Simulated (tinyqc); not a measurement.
Switching kinetics of a ferroelectric film and the memory window of a ferroelectric gate stack: one step, computed by the program tinyqc. Command: `OMP_NUM_THREADS=1 python tinyqc.py 3018981 3018982 out.jsonl feswitch walk`. One thread of a shared host (Intel(R) Xeon(R) Processor @ 2.30GHz), about 0.02 s of CPU time with the checks.

Fields in MV/cm; 1 microcoulomb/cm^2 over eps_0 is 11.29409 MV/cm. In the stack (metal, ferroelectric, interlayer, channel) the channel is taken as a conductor.

Problem. Switched share after the pulse. Merz's law: t1 = t_inf exp[(E_a/E)^alpha] at the mean of the fields before and after switching. NLS: switched share = integral of [1 - exp(-(t/tau)^n)] F(z) dz over z = log10 tau, with the Lorentzian F = (1/pi) w/[(z - log10 t1)^2 + w^2].

Inputs (values chosen for the exercise, for a model film): time constant t_inf = 9e-09 s; activation field E_a = 6.3 MV/cm; Merz exponent alpha = 1; dimension n = 2; half width w of log10 t = 0.32; pulse length t_p = 3.6e-08 s; breakdown field of the interlayer = 12 MV/cm.

Kinetics: nucleation-limited (NLS).

E_F before switching = 2.780463 MV/cm

E_F after switching = 2.610885 MV/cm

Give: mean field; switching time t1; switched share.

Solution.

mean field = 2.696 MV/cm

switching time t1 = 9.316e-08 s

switched share = 0.3060

t_p is 0.39 t1. A field higher by 10 % would shorten t1 by a factor 1.2. The step approximation 1/2 + arctan[log10(t_p/t1)/w]/pi gives 0.210. Caution: the interlayer field exceeds its breakdown field, so charge injection would change the fields.
